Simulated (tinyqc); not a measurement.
Via and link resistance from two via chains.

Problem. A chain of 5000 vias joined by 5000 metal links has R = 5000 (Rv + Rlink), with Rlink proportional to the link length. Find Rv, Rlink for length L, and the value of Rv that the short chain would give if the links were ignored.

resistance of chains of 5000 links with link lengths L and 3 L (ohm): 26500  37500

Solution. R per link is a straight line in the link length; its intercept at zero length is Rv.

Rv = 4.20 ohm
Rlink = 1.10 ohm
Rv without correction = 5.30 ohm

Program tinyqc, `OMP_NUM_THREADS=1 python tinyqc.py 2750101 2750102 out.jsonl`; Intel Xeon 2.30GHz, shared host, one thread, about 0.01 s.
